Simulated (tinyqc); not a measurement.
Worked calculation: classical nucleation, growth and JMAK kinetics of crystallisation from a melt or glass. Computed by tinyqc, a small Python program that keeps every step. Command: `OMP_NUM_THREADS=1 python tinyqc.py 3003496 3003497 out.jsonl nucl walk`. One thread of a shared host (Intel(R) Xeon(R) Processor @ 2.30GHz), about 0.01 s of CPU time with the checks. Intermediate numbers are printed to about 6 digits and carried at full precision; extremes and crossings named in words are read from the listed rows.

A spherical nucleus cap on a flat wall with a sharp interface of isotropic energy gamma; lambda = Omega^(1/3) is the jump distance.

Inputs (values chosen for the exercise, for a model substance): melting point T_m = 1760 K; heat of melting per volume H = 2120 J/cm^3; interface energy gamma = 0.181 J/m^2; atomic volume Omega = 13.9 angstrom^3; temperature T = 985 K; diffusion prefactor D0 = 5e-05 m^2/s; activation energy Q = 1.4 eV; contact angle theta = 135 degrees; wall area per volume S_v = 85000 1/m; time t = 2.8e-06 s.

Nucleation: on a flat wall. Driving force: Turnbull (linear).

Constants: e = 1.602176634e-19 C; k_B = 1.380649e-23 J/K; k_B = 8.617333262e-05 eV/K.

## Critical nucleus

Driving force per volume: dG = H (T_m - T)/T_m. Shape factor f = (2 + cos theta)(1 - cos theta)^2/4. W(r) = f [4 pi r^2 gamma - (4/3) pi r^3 dG]; r* = 2 gamma/dG; W* = f 16 pi gamma^3/(3 dG^2); n* = f (4/3) pi r*^3/Omega.

driving force dG = 933.523 J/cm^3

shape factor f = 0.941942

critical radius r* = 0.387778 nm

barrier W* = 0.670268 eV

atoms in the nucleus n* = 16.5519

W*/(k_B T) = 7.89658

The wall leaves r* unchanged and cuts the barrier to 94.2 % of the homogeneous value. W* equals n* Omega dG/2 = 0.670 eV. Caution: with under 20 atoms in the nucleus or a barrier under 10 k_B T the capillary model is only a guide.

## Steady nucleation rate

D = D0 exp(-Q/(k_B T)); attachment rate k+ = (A*/lambda^2) D/lambda^2 with A* = 2 pi r*^2 (1 - cos theta); Zeldovich factor Z = sqrt(W*/(3 pi k_B T))/n*; sites per volume N = S_v/lambda^2; I = N Z k+ exp(-W*/(k_B T)); lag time = 1/(4 pi Z^2 k+).

diffusivity D = 3.43426e-12 m^2/s

attachment rate k+ = 1.65738e+09 1/s

Zeldovich factor Z = 0.0553013

sites N = 1.47031e+24 1/m^3

nucleation rate I = 5.01331e+28 1/(m^3 s)

lag time = 1.57000e-08 s

A rise of gamma by 5 % would change I by a factor of about exp(-W*/(k_B T) (1.05^3 - 1)) = 0.29. Caution: homogeneous nucleation, left out here, would be as fast or faster: the wall offers too few sites or too small a cut in the barrier.

## Growth velocity

Growth (Wilson-Frenkel): u = (D/lambda) [1 - exp(-dG Omega/(k_B T))]. D = D0 exp(-Q/(k_B T)).

growth velocity u = 0.00878228 m/s

## Fraction transformed and grain size

JMAK with steady nucleation and growth, nuclei spread at random: extended fraction X_e = (pi/3) I u^3 t^4, X = 1 - exp(-X_e); t_X = [-3 ln(1 - X)/(pi I u^3)]^(1/4); final grains per volume = Gamma(5/4) (3/pi)^(1/4) (I/u)^(3/4), Gamma(5/4) = 0.9064024771. Grain size = (grains per volume)^(-1/3).

extended fraction = 2.18578

fraction X at t = 0.887610

half time t_0.5 = 2.10118e-06 s

grains per volume = 1.04641e+23 1/m^3

grain size = 0.0212210 micrometre

t is 1.3 half times: the change is under way. Caution: homogeneous nucleation, left out here, would be as fast or faster. Caution: grains come out smaller than the spacing of the walls, so nuclei are not spread at random as JMAK assumes.

## Nose of the time-temperature curve

JMAK with steady nucleation and growth, nuclei spread at random: extended fraction X_e = (pi/3) I u^3 t^4, X = 1 - exp(-X_e); t_X = [-3 ln(1 - X)/(pi I u^3)]^(1/4); final grains per volume = Gamma(5/4) (3/pi)^(1/4) (I/u)^(3/4), Gamma(5/4) = 0.9064024771. The nose is the T between 0.3 and 0.97 T_m where I u^3 is largest; the time is for X = 1e-6, and the critical cooling rate is estimated as (T_m - T_nose)/t_nose.

nose temperature = 1217.66 K

nose time = 1.54950e-08 s

critical cooling rate = 3.50012e+10 K/s

The nose lies at 0.69 T_m. A glass needs rates of nanosecond pulses on thin films. Caution: at the nose the lag time is not small against the nose time, so steady nucleation overstates the critical cooling rate.

## Nucleation and growth against temperature

Grain size = (grains per volume)^(-1/3). Rows are kept where W*/(k_B T) < 70.

Rates:
```
T (K)  W*/(k_B T)  I (1/(m^3 s))      u (m/s)    t_0.5 (s)  grain size (micrometre)
880        6.8554    2.09943e+28  1.40233e-03  1.03404e-05              1.66756e-02
968        7.6940    4.63532e+28  6.72743e-03  2.61693e-06              2.02459e-02
1056       8.9263    5.24131e+28  2.40055e-02  9.77475e-07              2.69844e-02
1144      10.7620    2.62294e+28  6.77964e-02  5.33454e-07              4.15911e-02
1232      13.6019    4.07246e+27  1.58031e-01  4.50484e-07              8.18684e-02
1320      18.2810    8.80211e+25  3.12287e-01  7.04916e-07              2.53155e-01
1408      26.7788    3.75061e+22  5.30084e-01  3.29925e-06              2.01120e+00
1496      44.8063    1.06279e+15  7.69803e-01  1.92222e-04              1.70168e+02
```

Among these rows I peaks at 1056 K, u at 1496 K and the change is fastest at 1232 K, between the two. Growth has no barrier W*, so it peaks nearer T_m than nucleation. The grain size goes as (u/I)^(1/4), from 0.017 micrometre at the lowest T to 170 at the highest. Caution: in the coldest rows the nucleus has under 20 atoms or the barrier is under 10 k_B T, where the capillary model and steady rates are only a guide.

Checks made by the program: r* and W* against a numerical maximum of W(r) (relative difference 1e-10).
